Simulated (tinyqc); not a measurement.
# Diffusion length from constant photovoltage

Question. In a thick sample with a thin depletion layer the excess density at its edge goes as flux/(1/alpha + L), so the flux needed for a fixed surface photovoltage is proportional to 1/alpha + L. Find L.

photon flux for the same photovoltage at absorption coefficients 160 and 1400 1/cm (relative units): 302.5  247.14286

Answer. The line of flux against 1/alpha meets zero at -L.

slope against 1/alpha = 1.00 1/um
L = 240 um

Computed by the program tinyqc: `OMP_NUM_THREADS=1 python tinyqc.py 2430002 2430003 out.jsonl`, one thread of a shared Intel Xeon 2.30GHz, about 0.01 s for the whole run.
